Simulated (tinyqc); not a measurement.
From results back to parameters: parabolic quantum dot in a magnetic field (Fock-Darwin). Five cases, with inputs chosen for the exercise.

Problem. The two far-infrared modes of a parabolic dot are W +/- wc/2 with W = sqrt(w0^2 + wc^2/4) and hbar wc = 2 muB B/m. They were computed from hidden w0 and m.

Constants: muB = 5.788381798e-05 eV/T.

Case 1.

Values chosen (out of a larger set: near those of a gate-defined dot in InGaAs; not measured data): B = 1.01 T (magnetic field).

modes (meV): 3.65674  0.98722

Case 2.

Values chosen (out of a larger set: near those of a gate-defined dot in GaAs; not measured data): B = 1.48 T (magnetic field).

modes (meV): 9.15663  6.64437

Case 3.

Values chosen (out of a larger set: near those of a gate-defined dot in InAs; not measured data): B = 0.2 T (magnetic field).

modes (meV): 3.12698  2.33132

Case 4.

Values chosen (out of a larger set: near those of a gate-defined dot in InAs; not measured data): B = 1.11 T (magnetic field).

modes (meV): 5.92082  1.62309

Case 5.

Values chosen (out of a larger set: near those of a gate-defined dot in InGaAs; not measured data): B = 0.4 T (magnetic field).

modes (meV): 3.26859  2.23032

Find: hbar wc; m; hbar w0.

Solution. Their difference is hbar wc and their product (hbar w0)^2.

Case 1.

hbar wc = 2.670 meV
m = 0.0438 m0
hbar w0 = 1.90 meV

Case 2.

hbar wc = 2.512 meV
m = 0.0682 m0
hbar w0 = 7.80 meV

Case 3.

hbar wc = 0.796 meV
m = 0.0291 m0
hbar w0 = 2.70 meV

Case 4.

hbar wc = 4.298 meV
m = 0.0299 m0
hbar w0 = 3.10 meV

Case 5.

hbar wc = 1.038 meV
m = 0.0446 m0
hbar w0 = 2.70 meV

Computed by tinyqc, one run a case: `OMP_NUM_THREADS=1 python tinyqc.py N N+1 out.jsonl` with N = 1251779, 1251877, 1252037, 1252044, 1252144; one thread of a shared Intel(R) Xeon(R) Processor @ 2.30GHz, about 0.1 s a run at most.
